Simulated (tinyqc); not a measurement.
Away from the valley: two-band massive Dirac model of the K valleys.

Basis (conduction, valence): H = [[D/2, a t (tau kx - i ky)], [a t (tau kx + i ky), -D/2 + lam tau sz]], valley tau = +/-1, spin sz = +/-1. The gap of a spin and valley is G = D - lam tau sz. Berry curvature Omega = curl of i<u|grad u>; for the conduction band Omega_c = -tau 2 a^2 t^2 G/(G^2 + 4 a^2 t^2 k^2)^(3/2), and Omega_v = -Omega_c.

Values chosen for the exercise (near those used for monolayer MoS2; not measured data): a = 3.198 angstrom (lattice constant); D = 1.66 eV (gap parameter); t = 1.16 eV (effective hopping); lam = 0.085 eV (half the valence spin splitting).

Flavour tau = +1, sz = +1. Parabolic transition energy G + 2 a^2 t^2 k^2/G; degree of circular polarisation eta = 2 cos(theta)/(1 + cos^2(theta)). The last column is the Berry flux of the conduction band inside |k|, over 2 pi: -(1 - cos(theta))/2, cos(theta) = G/(transition energy).

Along |k|:
```
|k| (1/angstrom)  transition (eV)  parabolic (eV)  Omega_c (angstrom^2)     eta  flux/2 pi
0.000                      1.5750          1.5750               -11.095  1.0000     0.0000
0.025                      1.5859          1.5859               -10.868  1.0000    -0.0034
0.050                      1.6181          1.6187               -10.232  0.9996    -0.0133
0.075                      1.6704          1.6733                -9.301  0.9983    -0.0286
0.100                      1.7410          1.7498                -8.215  0.9950    -0.0477
0.150                      1.9285          1.9682                -6.044  0.9798    -0.0917
0.200                      2.1639          2.2740                -4.278  0.9516    -0.1361
0.300                      2.7267          3.1478                -2.138  0.8662    -0.2112
```

The curvature halves at |k| = 0.163 1/angstrom, where 2 a t k = 0.766 G. At 0.3 the parabola is 421 meV too high, eta has fallen only to 0.866, and the flux has reached -0.211 of the -1/2 that a whole cone holds. The real bands leave this model beyond about 0.1 to 0.2 1/angstrom, where trigonal warping and other bands enter.

Run: tinyqc, `OMP_NUM_THREADS=1 python tinyqc.py 1451136 1451137 out.jsonl`; Intel(R) Xeon(R) Processor @ 2.30GHz, one thread, shared host; about 0.01 s of CPU time with all checks.
